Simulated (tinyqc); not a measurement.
Worked calculation: RKS/PBE in the sto-6g basis, for H3-, spin multiplicity 1. The basis has no diffuse functions, so it cannot describe the extra electron: this is an exercise in the method, not the real anion. One step of it, computed by the program tinyqc.

Task: Iteration 2: diagonalisation and new density. Diagonalise F' = X^T F X, C = X C', fill 2 alpha and 2 beta electrons from the bottom; D = 2 C_occ C_occ^T. Each column has its largest component positive (the first on a tie).

Kohn-Sham matrix F (hartree), lower triangle:
```
           1H 1s      2H 1s     3H 1s
1H 1s   0.186651
2H 1s  -0.062812   0.293761
3H 1s  -0.062812  -0.042669  0.293761
```

X:
```
               1          2         3
1H 1s   1.261764   0.000000  0.505160
2H 1s  -0.816444   0.757143  0.390346
3H 1s  -0.816444  -0.757143  0.390346
```

Give: F' = X^T F X; orbital energies; coefficients C; D after iteration 2.

Result:

F' = X^T F X (hartree), lower triangle:
```
         1       2       3
1   0.8907
2   0.0000  0.3857
3  -0.0511  0.0000  0.0746
```

orbital energies (hartree): MO1 0.0714, MO2 0.3857, MO3 0.8939

coefficients C:
```
          MO1      MO2      MO3
1H 1s  0.5828   0.0000   1.2278
2H 1s  0.3387   0.7571  -0.8392
3H 1s  0.3387  -0.7571  -0.8392
```

D after iteration 2, lower triangle:
```
        1H 1s    2H 1s   3H 1s
1H 1s  0.6793
2H 1s  0.3948   1.3760
3H 1s  0.3948  -0.9171  1.3760
```
